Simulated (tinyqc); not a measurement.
Worked calculation: plane-wave Kohn-Sham cycle with exchange-only LDA in a layered model solid. Computed by tinyqc, a small Python program that keeps every step. Settings: points = 16, plane-wave index or count = 3, electrons = 2, k points = 3, area = 22.0, mixing = 0.5, iteration cap = 59. Command: `OMP_NUM_THREADS=1 python tinyqc.py 30080 30081 out.jsonl` (the two numbers bound the seeds that draw the settings). One thread of a shared host (Intel(R) Xeon(R) Processor @ 2.60GHz), about 0.02 s of CPU time with the checks.

A solid whose potential varies along x alone (atomic units):
```
parameter                      value
period a                   10.900000
cross-section of the cell  22.000000
electrons per cell                 2
grid points                       16
plane waves -n..n, n               3
k points                           3
V1 in V1 cos(2 pi x/a)     -0.150000
```

Stop when sqrt(dV sum R^2) is below 1e-8, dV = a A/N.

Course of the cycle:
```
iteration  E (hartree)  norm of the residual
1          -0.39992046              1.18e-01
2          -0.32389840              6.70e-02
3          -0.33298697              6.57e-02
4          -0.32377797              6.61e-02
5          -0.33277913              6.58e-02
6          -0.32370048              6.58e-02
7          -0.33264054              6.57e-02
8          -0.32365997              6.56e-02
9          -0.33256985              6.56e-02
10         -0.32364093              6.56e-02
11         -0.33253709              6.56e-02
...                ...                   ...
49         -0.33251141              6.55e-02
50         -0.32362588              6.55e-02
51         -0.33251141              6.55e-02
52         -0.32362588              6.55e-02
53         -0.33251141              6.55e-02
54         -0.32362588              6.55e-02
55         -0.33251141              6.55e-02
56         -0.32362588              6.55e-02
57         -0.33251141              6.55e-02
58         -0.32362588              6.55e-02
59         -0.33251141              6.55e-02
```

Can the last value be used, and what does the course show?

Not by the stop rule. Not converged within 59 iterations: the residual has stopped falling: the iteration swings between two states. Reruns (cap 100 unless said): mixing 0.1: not converged; mixing 0.5, Kerker q0 1.0: converged in 47 (E = -0.31181); mixing 0.3, Pulay depth 5: converged in 12 (E = -0.31181); the original settings with a cap of 400: not converged.
